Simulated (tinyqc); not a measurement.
Inside a calculation. Method: UHF in the sto-3g basis, for H4, spin multiplicity 1. Computed by tinyqc, a small Python program that keeps every step (integrals from PySCF). Settings: charge = 0, multiplicity = 1, basis = sto-3g, energy threshold = 1e-09, iteration cap = 62, orthogonalisation = canonical, start = core, DIIS depth = 0, method = UHF, break = 0.7. Command: `OMP_NUM_THREADS=1 python tinyqc.py 29813 29814 out.jsonl` (the two numbers bound the seeds that draw the settings). One thread of a shared host (Intel(R) Xeon(R) Processor @ 2.60GHz), about 0.09 s of CPU time with the checks. Later iterations appear only in the table of the cycle.

## One-electron integrals

Geometry (angstrom):
```
atom         x         y         z
H     0.000000  0.000000  0.000000
H     0.000000  0.000000  1.362000
H     0.000000  0.000000  3.561000
H     0.000000  0.000000  4.923000
```

Basis sto-3g: exponents (1/bohr^2) and contraction coefficients of normalised primitives:
```
element  l (shell)  exponent  coefficient
H            s (1)  3.425251     0.154329
H            s (1)  0.623914     0.535328
H            s (1)  0.168855     0.444635
```

Overlap, kinetic and nuclear-attraction integrals over the contracted functions; the nuclear repulsion is the sum of Za Zb / Rab.

nuclear repulsion = 1.42240141 hartree

overlap S:
```
          1H 1s     2H 1s     3H 1s     4H 1s
1H 1s  1.000000  0.311643  0.005206  0.000136
2H 1s  0.311643  1.000000  0.085229  0.005206
3H 1s  0.005206  0.085229  1.000000  0.311643
4H 1s  0.000136  0.005206  0.311643  1.000000
```

kinetic energy T (hartree):
```
           1H 1s      2H 1s      3H 1s      4H 1s
1H 1s   0.760032   0.024546  -0.002776  -0.000140
2H 1s   0.024546   0.760032  -0.011418  -0.002776
3H 1s  -0.002776  -0.011418   0.760032   0.024546
4H 1s  -0.000140  -0.002776   0.024546   0.760032
```

nuclear attraction V (hartree):
```
           1H 1s      2H 1s      3H 1s      4H 1s
1H 1s  -1.868426  -0.522958  -0.007355  -0.000180
2H 1s  -0.522958  -2.001549  -0.125381  -0.007355
3H 1s  -0.007355  -0.125381  -2.001549  -0.522958
4H 1s  -0.000180  -0.007355  -0.522958  -1.868426
```

core Hamiltonian H = T + V (hartree):
```
           1H 1s      2H 1s      3H 1s      4H 1s
1H 1s  -1.108394  -0.498412  -0.010131  -0.000320
2H 1s  -0.498412  -1.241517  -0.136799  -0.010131
3H 1s  -0.010131  -0.136799  -1.241517  -0.498412
4H 1s  -0.000320  -0.010131  -0.498412  -1.108394
```

## Two-electron integrals

Functions are numbered as in S; the eight-fold symmetry (ij|kl) = (ji|kl) = (kl|ij) leaves the list below.

Two-electron integrals (ij|kl) in chemists' order, unique and non-zero (hartree):
```
(11|11) 0.774606   (21|11) 0.173923   (21|21) 0.056892   (22|11) 0.376401
(22|21) 0.173923   (22|22) 0.774606   (31|11) 0.001592   (31|21) 0.000659
(31|22) 0.002707   (31|31) 0.000012   (32|11) 0.018914   (32|21) 0.008249
(32|22) 0.037913   (32|31) 0.000195   (32|32) 0.003635   (33|11) 0.148603
(33|21) 0.057884   (33|22) 0.240263   (33|31) 0.001592   (33|32) 0.037913
(33|33) 0.774606   (41|11) 0.000030   (41|21) 0.000013   (41|22) 0.000056
(41|31) 2.99e-07   (41|32) 0.000006   (41|33) 0.000056   (41|41) 8.49e-09
(42|11) 0.000895   (42|21) 0.000365   (42|22) 0.001592   (42|31) 0.000009
(42|32) 0.000195   (42|33) 0.002707   (42|41) 2.99e-07   (42|42) 0.000012
(43|11) 0.039073   (43|21) 0.014645   (43|22) 0.057884   (43|31) 0.000365
(43|32) 0.008249   (43|33) 0.173923   (43|41) 0.000013   (43|42) 0.000659
(43|43) 0.056892   (44|11) 0.107491   (44|21) 0.039073   (44|22) 0.148603
(44|31) 0.000895   (44|32) 0.018914   (44|33) 0.376401   (44|41) 0.000030
(44|42) 0.001592   (44|43) 0.173923   (44|44) 0.774606
```

## Orthogonalisation

S = U s U^T; canonical form X = U s^(-1/2), so that X^T S X = 1. Each column of U has its largest component positive (the first on a tie).

eigenvalues of S: 0.647941  0.722989  1.266694  1.362376

X:
```
               1          2          3         4
1H 1s  -0.576867   0.625944   0.473821  0.398850
2H 1s   0.662494  -0.547511   0.412580  0.455987
3H 1s  -0.662494  -0.547511  -0.412580  0.455987
4H 1s   0.576867   0.625944  -0.473821  0.398850
```

## Starting guess

The start is the orbitals of the core Hamiltonian, with HOMO and LUMO mixed by +/-0.7 rad for the two spins; D(s) = C_occ C_occ^T for each spin.

D(alpha) at the start:
```
           1H 1s     2H 1s      3H 1s     4H 1s
1H 1s   0.559123  0.242322  -0.349391  0.203959
2H 1s   0.242322  0.332679   0.216113  0.172356
3H 1s  -0.349391  0.216113   0.811699  0.008098
4H 1s   0.203959  0.172356   0.008098  0.105366
```

D(beta) at the start:
```
          1H 1s      2H 1s     3H 1s      4H 1s
1H 1s  0.105366   0.008098  0.172356   0.203959
2H 1s  0.008098   0.811699  0.216113  -0.349391
3H 1s  0.172356   0.216113  0.332679   0.242322
4H 1s  0.203959  -0.349391  0.242322   0.559123
```

## Iteration 1: building the Fock matrix

J_ij = sum D_kl (ij|kl) with D = D(alpha) + D(beta), K_ij = sum D_kl (ik|jl) for each spin; F = H + J - K(s); E = tr D H + tr D J / 2 - 0.5 sum_s tr D(s) K(s) + E_nn.

Coulomb J (hartree):
```
          1H 1s     2H 1s     3H 1s     4H 1s
1H 1s  1.309117  0.449416  0.007246  0.000184
2H 1s  0.449416  1.657649  0.123181  0.007246
3H 1s  0.007246  0.123181  1.657649  0.449416
4H 1s  0.000184  0.007246  0.449416  1.309117
```

exchange K(alpha) (hartree):
```
           1H 1s     2H 1s      3H 1s     4H 1s
1H 1s   0.535516  0.256047  -0.019205  0.018838
2H 1s   0.256047  0.388071   0.091985  0.048677
3H 1s  -0.019205  0.091985   0.657136  0.168856
4H 1s   0.018838  0.048677   0.168856  0.131454
```

exchange K(beta) (hartree):
```
          1H 1s      2H 1s     3H 1s      4H 1s
1H 1s  0.131454   0.168856  0.048677   0.018838
2H 1s  0.168856   0.657136  0.091985  -0.019205
3H 1s  0.048677   0.091985  0.388071   0.256047
4H 1s  0.018838  -0.019205  0.256047   0.535516
```

F(alpha) (hartree):
```
           1H 1s      2H 1s      3H 1s      4H 1s
1H 1s  -0.334793  -0.305043   0.016320  -0.018974
2H 1s  -0.305043   0.028060  -0.105603  -0.051562
3H 1s   0.016320  -0.105603  -0.241004  -0.217852
4H 1s  -0.018974  -0.051562  -0.217852   0.069269
```

F(beta) (hartree):
```
           1H 1s      2H 1s      3H 1s      4H 1s
1H 1s   0.069269  -0.217852  -0.051562  -0.018974
2H 1s  -0.217852  -0.241004  -0.105603   0.016320
3H 1s  -0.051562  -0.105603   0.028060  -0.305043
4H 1s  -0.018974   0.016320  -0.305043  -0.334793
```

total energy of this density = -1.64028245 hartree

## Iteration 1: diagonalisation and new density

Diagonalise F' = X^T F X, C = X C', fill 2 alpha and 2 beta electrons from the bottom; D(s) = C_occ C_occ^T. Each column has its largest component positive (the first on a tie).

F' = X^T F X (alpha) (hartree):
```
           1          2          3          4
1   0.296238  -0.022100   0.024716   0.138353
2  -0.022100   0.136512  -0.215657  -0.007294
3   0.024716  -0.215657  -0.242050  -0.055432
4   0.138353  -0.007294  -0.055432  -0.339486
```

orbital energies (alpha) (hartree): MO1 -0.411414, MO2 -0.297408, MO3 0.227831, MO4 0.332205

coefficients C (alpha):
```
            MO1        MO2        MO3        MO4
1H 1s  0.814082  -0.248045   0.251386  -0.566320
2H 1s  0.354264   0.088757  -0.440205   0.888624
3H 1s  0.104732   0.838377  -0.439978  -0.457588
4H 1s  0.087992   0.285482   0.917821   0.420157
```

F' = X^T F X (beta) (hartree):
```
           1          2          3          4
1   0.296238   0.022100   0.024716  -0.138353
2   0.022100   0.136512   0.215657  -0.007294
3   0.024716   0.215657  -0.242050   0.055432
4  -0.138353  -0.007294   0.055432  -0.339486
```

orbital energies (beta) (hartree): MO1 -0.411414, MO2 -0.297408, MO3 0.227831, MO4 0.332205

coefficients C (beta):
```
            MO1        MO2        MO3        MO4
1H 1s  0.087992   0.285482   0.917821   0.420157
2H 1s  0.104732   0.838377  -0.439978  -0.457588
3H 1s  0.354264   0.088757  -0.440205   0.888624
4H 1s  0.814082  -0.248045   0.251386  -0.566320
```

D(alpha) after iteration 1:
```
           1H 1s     2H 1s      3H 1s     4H 1s
1H 1s   0.724256  0.266384  -0.122695  0.000820
2H 1s   0.266384  0.133381   0.111515  0.056511
3H 1s  -0.122695  0.111515   0.713845  0.248557
4H 1s   0.000820  0.056511   0.248557  0.089243
```

D(beta) after iteration 1:
```
          1H 1s      2H 1s     3H 1s      4H 1s
1H 1s  0.089243   0.248557  0.056511   0.000820
2H 1s  0.248557   0.713845  0.111515  -0.122695
3H 1s  0.056511   0.111515  0.133381   0.266384
4H 1s  0.000820  -0.122695  0.266384   0.724256
```

## Iteration 2: building the Fock matrix

As before.

Coulomb J (hartree):
```
          1H 1s     2H 1s     3H 1s     4H 1s
1H 1s  1.389850  0.446883  0.006804  0.000171
2H 1s  0.446883  1.541991  0.113575  0.006804
3H 1s  0.006804  0.113575  1.541991  0.446883
4H 1s  0.000171  0.006804  0.446883  1.389850
```

exchange K(alpha) (hartree):
```
           1H 1s     2H 1s      3H 1s      4H 1s
1H 1s   0.661029  0.263573  -0.002189  -0.000063
2H 1s   0.263573  0.246487   0.061665   0.024338
3H 1s  -0.002189  0.061665   0.654082   0.249681
4H 1s  -0.000063  0.024338   0.249681   0.196525
```

exchange K(beta) (hartree):
```
           1H 1s      2H 1s     3H 1s      4H 1s
1H 1s   0.196525   0.249681  0.024338  -0.000063
2H 1s   0.249681   0.654082  0.061665  -0.002189
3H 1s   0.024338   0.061665  0.246487   0.263573
4H 1s  -0.000063  -0.002189  0.263573   0.661029
```

F(alpha) (hartree):
```
           1H 1s      2H 1s      3H 1s      4H 1s
1H 1s  -0.379573  -0.315102  -0.001139  -0.000086
2H 1s  -0.315102   0.053986  -0.084889  -0.027666
3H 1s  -0.001139  -0.084889  -0.353608  -0.301209
4H 1s  -0.000086  -0.027666  -0.301209   0.084931
```

F(beta) (hartree):
```
           1H 1s      2H 1s      3H 1s      4H 1s
1H 1s   0.084931  -0.301209  -0.027666  -0.000086
2H 1s  -0.301209  -0.353608  -0.084889  -0.001139
3H 1s  -0.027666  -0.084889   0.053986  -0.315102
4H 1s  -0.000086  -0.001139  -0.315102  -0.379573
```

total energy of this density = -1.92553841 hartree

## Iteration 2: diagonalisation and new density

As before.

F' = X^T F X (alpha) (hartree):
```
          1          2          3          4
1  0.294075   0.007112   0.000406   0.216001
2  0.007112   0.185955  -0.243553   0.000333
3  0.000406  -0.243553  -0.317915  -0.015024
4  0.216001   0.000333  -0.015024  -0.379154
```

orbital energies (alpha) (hartree): MO1 -0.448677, MO2 -0.410235, MO3 0.283619, MO4 0.358255

coefficients C (alpha):
```
            MO1        MO2        MO3        MO4
1H 1s  0.767050  -0.399782  -0.450043  -0.396786
2H 1s  0.304713  -0.061300   0.738014   0.689595
3H 1s  0.337994   0.789723   0.293958  -0.540832
4H 1s  0.116721   0.273306  -0.684373   0.742619
```

F' = X^T F X (beta) (hartree):
```
           1          2          3          4
1   0.294075  -0.007112   0.000406  -0.216001
2  -0.007112   0.185955   0.243553   0.000333
3   0.000406   0.243553  -0.317915   0.015024
4  -0.216001   0.000333   0.015024  -0.379154
```

orbital energies (beta) (hartree): MO1 -0.448677, MO2 -0.410235, MO3 0.283619, MO4 0.358255

coefficients C (beta):
```
            MO1        MO2        MO3        MO4
1H 1s  0.116721   0.273306  -0.684373   0.742619
2H 1s  0.337994   0.789723   0.293958  -0.540832
3H 1s  0.304713  -0.061300   0.738014   0.689595
4H 1s  0.767050  -0.399782  -0.450043  -0.396786
```

D(alpha) after iteration 2:
```
           1H 1s     2H 1s      3H 1s      4H 1s
1H 1s   0.748192  0.258237  -0.056458  -0.019732
2H 1s   0.258237  0.096608   0.054581   0.018813
3H 1s  -0.056458  0.054581   0.737902   0.255287
4H 1s  -0.019732  0.018813   0.255287   0.088320
```

D(beta) after iteration 2:
```
           1H 1s      2H 1s     3H 1s      4H 1s
1H 1s   0.088320   0.255287  0.018813  -0.019732
2H 1s   0.255287   0.737902  0.054581  -0.056458
3H 1s   0.018813   0.054581  0.096608   0.258237
4H 1s  -0.019732  -0.056458  0.258237   0.748192
```

## Iteration 3: building the Fock matrix

As before.

Coulomb J (hartree):
```
          1H 1s     2H 1s     3H 1s     4H 1s
1H 1s  1.398702  0.446813  0.006760  0.000169
2H 1s  0.446813  1.532117  0.112629  0.006760
3H 1s  0.006760  0.112629  1.532117  0.446813
4H 1s  0.000169  0.006760  0.446813  1.398702
```

exchange K(alpha) (hartree):
```
           1H 1s     2H 1s     3H 1s      4H 1s
1H 1s   0.674778  0.258453  0.002610  -0.001997
2H 1s   0.258453  0.213261  0.048653   0.015864
3H 1s   0.002610  0.048653  0.670125   0.255261
4H 1s  -0.001997  0.015864  0.255261   0.199325
```

exchange K(beta) (hartree):
```
           1H 1s     2H 1s     3H 1s      4H 1s
1H 1s   0.199325  0.255261  0.015864  -0.001997
2H 1s   0.255261  0.670125  0.048653   0.002610
3H 1s   0.015864  0.048653  0.213261   0.258453
4H 1s  -0.001997  0.002610  0.258453   0.674778
```

F(alpha) (hartree):
```
           1H 1s      2H 1s      3H 1s      4H 1s
1H 1s  -0.384470  -0.310052  -0.005980   0.001847
2H 1s  -0.310052   0.077338  -0.072823  -0.019234
3H 1s  -0.005980  -0.072823  -0.379525  -0.306859
4H 1s   0.001847  -0.019234  -0.306859   0.090983
```

F(beta) (hartree):
```
           1H 1s      2H 1s      3H 1s      4H 1s
1H 1s   0.090983  -0.306859  -0.019234   0.001847
2H 1s  -0.306859  -0.379525  -0.072823  -0.005980
3H 1s  -0.019234  -0.072823   0.077338  -0.310052
4H 1s   0.001847  -0.005980  -0.310052  -0.384470
```

total energy of this density = -1.94397324 hartree

## Iteration 3: diagonalisation and new density

As before.

F' = X^T F X (alpha) (hartree):
```
           1          2          3          4
1   0.284659   0.002322  -0.006468   0.240415
2   0.002322   0.192338  -0.251071  -0.003597
3  -0.006468  -0.251071  -0.324705  -0.004435
4   0.240415  -0.003597  -0.004435  -0.372784
```

orbital energies (alpha) (hartree): MO1 -0.451845, MO2 -0.426099, MO3 0.293991, MO4 0.363460

coefficients C (alpha):
```
            MO1        MO2        MO3        MO4
1H 1s  0.649072  -0.584944   0.422894  -0.407278
2H 1s  0.248611  -0.149312  -0.704948   0.731956
3H 1s  0.547685   0.676332  -0.327576  -0.502118
4H 1s  0.172981   0.224918   0.718861   0.714771
```

F' = X^T F X (beta) (hartree):
```
           1          2          3          4
1   0.284659  -0.002322  -0.006468  -0.240415
2  -0.002322   0.192338   0.251071  -0.003597
3  -0.006468   0.251071  -0.324705   0.004435
4  -0.240415  -0.003597   0.004435  -0.372784
```

orbital energies (beta) (hartree): MO1 -0.451845, MO2 -0.426099, MO3 0.293991, MO4 0.363460

coefficients C (beta):
```
            MO1        MO2        MO3        MO4
1H 1s  0.172981   0.224918   0.718861   0.714771
2H 1s  0.547685   0.676332  -0.327576  -0.502118
3H 1s  0.248611  -0.149312  -0.704948   0.731956
4H 1s  0.649072  -0.584944   0.422894  -0.407278
```

D(alpha) after iteration 3:
```
           1H 1s     2H 1s      3H 1s      4H 1s
1H 1s   0.763455  0.248706  -0.040129  -0.019287
2H 1s   0.248706  0.084101   0.035176   0.009422
3H 1s  -0.040129  0.035176   0.757384   0.246859
4H 1s  -0.019287  0.009422   0.246859   0.080511
```

D(beta) after iteration 3:
```
           1H 1s      2H 1s     3H 1s      4H 1s
1H 1s   0.080511   0.246859  0.009422  -0.019287
2H 1s   0.246859   0.757384  0.035176  -0.040129
3H 1s   0.009422   0.035176  0.084101   0.248706
4H 1s  -0.019287  -0.040129  0.248706   0.763455
```

## Iteration 26 (converged): orbitals

converged F(alpha) (hartree):
```
           1H 1s      2H 1s      3H 1s      4H 1s
1H 1s  -0.412634  -0.295285  -0.006933   0.001256
2H 1s  -0.295285   0.121400  -0.067054  -0.015923
3H 1s  -0.006933  -0.067054  -0.412214  -0.294119
4H 1s   0.001256  -0.015923  -0.294119   0.129618
```

converged F(beta) (hartree):
```
           1H 1s      2H 1s      3H 1s      4H 1s
1H 1s   0.129618  -0.294119  -0.015923   0.001256
2H 1s  -0.294119  -0.412214  -0.067054  -0.006933
3H 1s  -0.015923  -0.067054   0.121400  -0.295285
4H 1s   0.001256  -0.006933  -0.295285  -0.412634
```

As before.

F' = X^T F X (alpha) (hartree):
```
           1          2          3          4
1   0.269242   0.000506  -0.007789   0.281220
2   0.000506   0.182374  -0.286016  -0.004995
3  -0.007789  -0.286016  -0.312285  -0.002068
4   0.281220  -0.004995  -0.002068  -0.355679
```

orbital energies (alpha) (hartree): MO1 -0.463698, MO2 -0.443079, MO3 0.313126, MO4 0.377304

coefficients C (alpha):
```
            MO1        MO2        MO3        MO4
1H 1s  0.621455   0.651343   0.381844  -0.389757
2H 1s  0.193187   0.143689  -0.696231   0.757699
3H 1s  0.623516  -0.645713  -0.315287  -0.460097
4H 1s  0.160242  -0.174011   0.742110   0.708156
```

F' = X^T F X (beta) (hartree):
```
           1          2          3          4
1   0.269242  -0.000506  -0.007789  -0.281220
2  -0.000506   0.182374   0.286016  -0.004995
3  -0.007789   0.286016  -0.312285   0.002068
4  -0.281220  -0.004995   0.002068  -0.355679
```

orbital energies (beta) (hartree): MO1 -0.463698, MO2 -0.443079, MO3 0.313126, MO4 0.377304

coefficients C (beta):
```
            MO1        MO2        MO3        MO4
1H 1s  0.160242  -0.174011   0.742110   0.708156
2H 1s  0.623516  -0.645713  -0.315287  -0.460097
3H 1s  0.193187   0.143689  -0.696231   0.757699
4H 1s  0.621455   0.651343   0.381844  -0.389757
```

D(alpha) after iteration 26:
```
           1H 1s     2H 1s      3H 1s      4H 1s
1H 1s   0.810454  0.213648  -0.033093  -0.013757
2H 1s   0.213648  0.057968   0.027674   0.005953
3H 1s  -0.033093  0.027674   0.805718   0.212275
4H 1s  -0.013757  0.005953   0.212275   0.055957
```

D(beta) after iteration 26:
```
           1H 1s      2H 1s     3H 1s      4H 1s
1H 1s   0.055957   0.212275  0.005953  -0.013757
2H 1s   0.212275   0.805718  0.027674  -0.033093
3H 1s   0.005953   0.027674  0.057968   0.213648
4H 1s  -0.013757  -0.033093  0.213648   0.810454
```

## Convergence

Stop when the energy changes by less than 1e-09 hartree and every element of the error matrix X^T (F D S - S D F) X (for each spin) is below 9e-06.

Course of the cycle:
```
iteration  E (hartree)     change  largest element of the error matrix
1          -1.64028245          -                             1.58e-01
2          -1.92553841  -2.85e-01                             6.24e-02
3          -1.94397324  -1.84e-02                             2.48e-02
4          -1.94657477  -2.60e-03                             1.30e-02
5          -1.94750384  -9.29e-04                             8.32e-03
6          -1.94799414  -4.90e-04                             5.84e-03
7          -1.94826400  -2.70e-04                             4.21e-03
8          -1.94840972  -1.46e-04                             3.04e-03
9          -1.94848674  -7.70e-05                             2.19e-03
10         -1.94852677  -4.00e-05                             1.57e-03
11         -1.94854731  -2.05e-05                             1.12e-03
12         -1.94855777  -1.05e-05                             7.98e-04
13         -1.94856305  -5.29e-06                             5.66e-04
14         -1.94856571  -2.66e-06                             4.01e-04
15         -1.94856705  -1.33e-06                             2.84e-04
16         -1.94856772  -6.68e-07                             2.01e-04
17         -1.94856805  -3.34e-07                             1.42e-04
18         -1.94856822  -1.67e-07                             1.00e-04
19         -1.94856830  -8.31e-08                             7.08e-05
20         -1.94856834  -4.14e-08                             5.00e-05
21         -1.94856836  -2.06e-08                             3.53e-05
22         -1.94856837  -1.03e-08                             2.49e-05
23         -1.94856838  -5.12e-09                             1.76e-05
24         -1.94856838  -2.55e-09                             1.24e-05
25         -1.94856838  -1.27e-09                             8.75e-06
26         -1.94856838  -6.32e-10                             6.17e-06
```

PySCF UHF in the same basis, after a stability check = -1.94856838 hartree

Converged in 26 iterations.

## Populations, bond orders and dipole

Mulliken: Z minus the diagonal of D S on the atom; Loewdin: the same with S^(1/2) D S^(1/2); Mayer order: 2 sum_s sum (D(s) S)_ij (D(s) S)_ji over the two atoms.

Charges (e):
```
atom   Mulliken    Loewdin  Mulliken spin
1H     0.000998   0.000824       0.754721
2H    -0.000998  -0.000824      -0.747120
3H    -0.000998  -0.000824       0.747120
4H     0.000998   0.000824      -0.754721
```

Mayer bond orders:
```
pair     order
2-1   0.428206
3-1   0.001203
3-2   0.012402
4-1   0.000986
4-2   0.001203
4-3   0.428206
```

dipole moment about the origin, x y z (debye): 0.000000  0.000000  0.000000

<S^2> of the determinant (pure state: 0) = 1.019416
